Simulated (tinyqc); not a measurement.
# Worked calculation: read current of a NAND string, cells in series solved by shooting

Numbers from tinyqc (`OMP_NUM_THREADS=1 python tinyqc.py 2142024 2142025 out.jsonl`; about 0.5 s on one thread of a shared Intel Xeon 2.30GHz). Printed values are rounded.

Cells in series, numbered from 0 at the source line (0 V) to the bit line, each followed by a gap resistance Rg. A cell with gate Vg, threshold VT, source Vs and drain Vd passes I = 2 nf K Vt^2 [F(Vs) - F(Vd)]/(1 + th max(Vg - VT, 0)), F(V) = ln^2(1 + exp((Vg - VT - nf V)/(2 nf Vt))). The selected cell has Vg = Vr, the others Vg = Vp.

Parameters, values chosen for the exercise; values of the order met in vertical NAND strings:
```
symbol  value    unit                                 meaning
T         300       K                             temperature
K          11  uA/V^2                   gain factor of a cell
nf        2.2                                    slope factor
th       0.11     1/V               mobility reduction factor
Rg         15    kohm     resistance of the gap between cells
Vbl       0.3       V                        bit-line voltage
Vp        7.1       V                            pass voltage
Vr       2.17       V  read voltage on the selected word line
```

Constants: q = 1.602176634e-19 C, kB = 1.380649e-23 J/K, Vt = kB T/q. Results are converted to the units shown.

## Step 1: node voltages for a trial current

first trial current = 0.48 uA
thresholds from the source end, cell 0 to 5 (V): [4.5, 4.5, -2.4, -2.4, -2.4, 1.1]

For a trial current I start at 0 V and, cell by cell (the selected one is cell 5), solve for the drain: sqrt(F(Vd)) = sqrt(F(Vs) - I/k), k = 2 nf K Vt^2/(1 + th max(Vg - VT, 0)), Vd = [Vg - VT - 2 nf Vt ln(exp(sqrt F) - 1)]/nf, then add I Rg.

node voltage after each cell and gap, trial 1, cell 0 to 5 (V): [0.02898398, 0.05852634, 0.07525937, 0.09203008, 0.1088389, 0.1802952]

## Step 2: node voltages for a trial current

second trial current = 0.66 uA

As before.

node voltage after each cell and gap, trial 2, cell 0 to 5 (V): [0.03995920, 0.08099928, 0.1040825, 0.1272381, 0.1504672, 0.2690531]

## Course of the secant iteration

Secant steps on the end voltage less Vbl, from the two trials; a trial above the saturation current of a cell has no solution and is moved halfway to the previous trial. Stop below 1e-9 V.

Course of the iteration:
```
iteration     I (uA)  end voltage - Vbl (V)  halvings
1          0.7227599                7.41e-3         0
2          0.7106411               -5.03e-4         0
3          0.7114118               -8.40e-6         0
4          0.7114249                9.46e-9         0
5          0.7114249              -1.78e-13         0
```

Converged in 5 iterations to I = 0.71142 uA. The selected cell takes 42.3 % of the bit-line voltage and the gaps together 21.3 %.
